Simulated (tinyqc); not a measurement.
Junction field-effect transistor with two gates, gradual channel with velocity saturation: one step of the calculation.

A uniformly doped n-type channel, depleted from both sides by p+ gates; at channel potential V the depleted share of a is u = sqrt((Vbi - Vg + V)/Vp), s at the source. Electrons drift with v = mu E/(1 + mu E/vsat). Abrupt depletion edge, no series resistance, source at 0.

Problem. Saturation voltage, current and transconductance. Vdsat = Vp (um^2 - s^2); Isat = (G0 Vp/Z)(1 - um), which is 2 q Nd vsat a W (1 - um); gm = G0 (um - s)/(1 + Z (um^2 - s^2)). For Z = 0: Vdsat = Vp (1 - s^2), Isat = (G0 Vp/3)(1 - 3 s^2 + 2 s^3), gm = G0 (1 - s).

um = 0.95495930
Vp = 1.8183159 V
G0 = 68.733378 mS
Z = 7.5763161
s = 0.87372130

Find: Vdsat; Isat; gm; Vdsat for Z = 0; Isat for Z = 0; gm for Z = 0.

Solution.

Vdsat = 0.2701 V
Isat = 0.7430 mA
gm = 2.627 mS
Vdsat for Z = 0 = 0.4302 V
Isat for Z = 0 = 1.825 mA
gm for Z = 0 = 8.680 mS

The current saturates with 4.50 % of the channel still open at the drain, at 0.407 of the constant-mobility current.

Program tinyqc, `OMP_NUM_THREADS=1 python tinyqc.py 2500047 2500048 out.jsonl`; Intel Xeon 2.30GHz, shared host, one thread, about 0.08 s.
